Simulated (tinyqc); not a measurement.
Wannier function of the lower band of a two-orbital chain, step by step. Values are carried at full precision from step to step, so a last printed digit may differ when a step is redone from the rounded ones.

H(k) = [[-d/2 - 2 ta cos k, -t1 - t2 exp(-ik)], [-t1 - t2 exp(ik), d/2 - 2 tb cos k]], k in 1/a, Bloch sums with exp(ikR) and without the positions inside the cell. Mesh k_j = 2 pi j/N. Projection gauge: each lower eigenvector u is multiplied by the phase that makes <trial|u> real and positive (the one-band case of Loewdin orthogonalisation). Wannier amplitudes w(R) = (1/N) sum_k exp(ikR) u(k); hoppings H(R) = (1/N) sum_k exp(-ikR) E(k).

Inputs chosen for the exercise:
- d = 0.43 eV (A at -d/2, B at +d/2)
- t1 = 1.12 eV (A-B in the cell)
- t2 = 0.68 eV (B to A of the next cell)
- ta = 0.37 eV (A-A between cells)
- tb = -0.02 eV (B-B between cells)
- N = 5 (k points)
- th = 70 degrees (trial orbital cos(th) A + sin(th) B in cell 0)
- xb = 0.57 a (position of B (A at 0))
- a = 5.2 angstrom (period)
- kq = 1.02 1/a (point off the mesh)

## Bloch states in the projection gauge

Diagonalise at each mesh point and fix the phase.

Mesh:
```
j  E lower (eV)  E upper (eV)               u_A               u_B  |<trial|u>|
0       -2.2490        1.5490           0.81197           0.58370       0.8262
1       -1.6248        1.4084  0.74366-0.23996i  0.61786+0.08734i       0.8350
2       -0.4201        0.9864  0.58401-0.29575i  0.74825+0.10765i       0.9029
3       -0.4201        0.9864  0.58401+0.29575i  0.74825-0.10765i       0.9029
4       -1.6248        1.4084  0.74366+0.23996i  0.61786-0.08734i       0.8350
```

The projection is smallest at j = 0 (0.8262); the gauge is smooth as long as it stays away from zero.

## The Wannier function

w(R) = (1/N) sum_j exp(2 pi i j R/N) u_j, for the N cells nearest the origin; it is real.

Amplitudes:
```
R      on A     on B
-2   0.0500  -0.0111
-1  -0.0955   0.0095
0    0.6935   0.6632
1    0.2261  -0.1076
2   -0.0622   0.0297
```

norm = 1.0000

Cell 0 holds 92.1 % of the weight.

## Centre and spread in real space

Point-like orbitals at R (A) and R + xb (B): centre <x>, spread <x^2> - <x>^2.

centre in units of a = 0.316
centre in angstrom = 1.641
spread = 4.424 angstrom^2

## The same from overlaps (Marzari-Vanderbilt)

b = 2 pi/N; M_j = u_j^+ diag(1, exp(-i b xb)) u_(j+1), with u_N = u_0. Centre = -(1/2 pi) sum arg M_j; gauge-invariant part Omega_I = (1/(N b^2)) sum (1 - |M_j|^2); gauge-dependent part Omega_D = (1/(N b^2)) sum (arg M_j + b centre)^2.

Overlaps:
```
j   |M_j|  arg M_j (rad)
0  0.9907        -0.4081
1  0.9454        -0.4237
2  0.5776        -0.2378
3  0.9454        -0.4237
4  0.9907        -0.4081
```

centre from overlaps = 0.303 a
Omega_I = 0.1160 a^2
Omega_D = 0.0032 a^2

The centre is the Berry phase over 2 pi and does not depend on the trial orbital (modulo a). Omega_D is 2.7 % of the total; in one dimension a gauge that spreads the phase evenly removes it. The total is 0.1192 a^2, against 0.1601 a^2 (centre 0.316 a) in real space on 96 cells.

## Hoppings and interpolation

H(R) = (1/N) sum_j E_j cos(2 pi j R/N) for R = 0 to N/2. Interpolation: E(k) = H(0) + 2 sum H(R) cos(kR), the term R = N/2 of an even mesh counted once.

H(0), H(1), ... (eV): -1.2677  -0.5147  0.0241

interpolated E(kq) = -1.8282 eV

The exact value is -1.8232 eV; the interpolation is off by -5.0 meV. Though the chain has short hoppings, the single band has longer ones, made by paths through the other orbital, which the tails of the Wannier function carry.

## Checks

- Centre from overlaps against the real-space centre on 200 points: both 0.3162.
- Omega_I + Omega_D against the real-space spread on 200 points: both 0.160.

Run: tinyqc, `OMP_NUM_THREADS=1 python tinyqc.py 1451814 1451815 out.jsonl`; Intel(R) Xeon(R) Processor @ 2.30GHz, one thread, shared host; about 0.1 s of CPU time with all checks.
